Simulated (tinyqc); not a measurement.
Double-gate transistor below threshold, two-dimensional Poisson equation on a small mesh: two steps of the calculation.

Half of a symmetric double-gate structure: row 0 is the mid-plane of the body, where the normal field vanishes. Mobile charge is neglected (subthreshold), the body is fully depleted, and potentials are counted from the intrinsic level; rows run upward to the gate, columns from source to drain.

Values chosen for this exercise; semiconductor permittivity close to that of silicon:
```
symbol,value,unit,meaning
eps_r,11.8,,relative permittivity of the semiconductor
eox,3.9,,relative permittivity of the insulator
tb,5,nm,half the body thickness
tox,2.2,nm,insulator thickness
L,25,nm,channel length
Na,0,cm^-3,acceptor density of the depleted body
```

Constants: q = 1.602176634e-19 C, eps0 = 8.8541878128e-14 F/cm where lengths are in cm. Results are converted to the units shown.

Task 1. Coefficients of the five-point equations. Mesh: rows i = 0..1 in the semiconductor (step hs = tb/1, row 1 on the interface), then 1 step(s) ho = tox/1 up to the gate row 2; columns j = 0..4 (step hy = L/4). Box integration, divided by eps0: up_i = eps hy/h of the interval above row i, dn_i = that of the interval below (0 for row 0), lat_i = (sum of eps h/2 over the intervals above and below)/hy, s_i = -q Na w_i hy/eps0 with w_i the semiconductor height of the box (hs/2 for row 0 and the interface row, hs between, 0 in the insulator). Each free node obeys (up + dn + 2 lat) psi = up psi(above) + dn psi(below) + lat [psi(left) + psi(right)] + s.

Give: up; dn; lat; s.

Result 1.

```
row     up     dn    lat  s (V)
0    14.75      0  4.720      0
1    11.08  14.75  5.406      0
```

Task 2. Over-relaxation sweep (omega = 1.19). Free nodes: rows 0..1, columns 1..3, taken row by row from row 0, left to right. t = (up psi(above) + dn psi(below) + lat [psi(left) + psi(right)] + s)/(up + dn + 2 lat), with the newest neighbours; psi(new) = psi + 1.19 (t - psi).

psi after iteration 1 (V):
```
             j=0        j=1        j=2        j=3        j=4
row 0  0.5800000  0.8300000  1.0800000  1.3300000  1.5800000
row 1  0.5800000  0.5529384  0.6643372  0.8000467  1.5800000
row 2  0.0600000  0.0600000  0.0600000  0.0600000  0.0600000
```

```
row         up     dn        lat  s (V)
0        14.75      0       4.72      0
1    11.079545  14.75  5.4064000      0
```

Find: psi after iteration 2.

Result 2.

psi after iteration 2 (V):
```
          j=0     j=1     j=2     j=3     j=4
row 0  0.5800  0.6290  0.7317  0.8646  1.5800
row 1  0.5800  0.4363  0.4629  0.6424  1.5800
row 2  0.0600  0.0600  0.0600  0.0600  0.0600
```

Program tinyqc, `OMP_NUM_THREADS=1 python tinyqc.py 2480165 2480166 out.jsonl`; Intel Xeon 2.30GHz, shared host, one thread, about 0.2 s.
